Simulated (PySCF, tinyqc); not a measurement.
Inside a calculation. Method: RHF in the 3-21g basis, for H2, spin multiplicity 1. The lowest restricted solution is unstable here: a spin-polarised one lies 0.0047 hartree lower (PySCF). One step of it, computed by the program tinyqc.

Task: Iteration 8 (converged): orbitals. Diagonalise F' = X^T F X, C = X C', fill 1 alpha and 1 beta electrons from the bottom; D = 2 C_occ C_occ^T. Each column has its largest component positive (the first on a tie).

converged F (hartree), order 1H 1s, 1H 2s, 2H 1s, 2H 2s:
```
[[0.276924, -0.360818, -0.252866, -0.317602],
 [-0.360818, -0.261466, -0.317602, -0.324908],
 [-0.252866, -0.317602, 0.276924, -0.360818],
 [-0.317602, -0.324908, -0.360818, -0.261466]]
```

X, order 1H 1s, 1H 2s, 2H 1s, 2H 2s:
```
[[1.240501, -0.483649, 0.028322, 0.026166],
 [-0.483649, 1.440219, 0.026166, -0.426618],
 [0.028322, 0.026166, 1.240501, -0.483649],
 [0.026166, -0.426618, -0.483649, 1.440219]]
```

Give: F' = X^T F X; orbital energies; coefficients C; D after iteration 8.

Result:

F' = X^T F X (hartree):
```
[[0.7760, -0.6267, -0.0724, -0.1299],
 [-0.6267, 0.2364, -0.1299, -0.2046],
 [-0.0724, -0.1299, 0.7760, -0.6267],
 [-0.1299, -0.2046, -0.6267, 0.2364]]
```

orbital energies (hartree): [-0.4601, 0.1078, 1.1816, 1.1955]

coefficients C, order 1H 1s, 1H 2s, 2H 1s, 2H 2s:
```
[[0.2178, 0.1781, -0.9126, 0.9285],
 [0.4246, 0.8954, 1.0348, -0.6619],
 [0.2178, -0.1781, 0.9126, 0.9285],
 [0.4246, -0.8954, -1.0348, -0.6619]]
```

D after iteration 8, order 1H 1s, 1H 2s, 2H 1s, 2H 2s:
```
[[0.0949, 0.1850, 0.0949, 0.1850],
 [0.1850, 0.3605, 0.1850, 0.3605],
 [0.0949, 0.1850, 0.0949, 0.1850],
 [0.1850, 0.3605, 0.1850, 0.3605]]
```
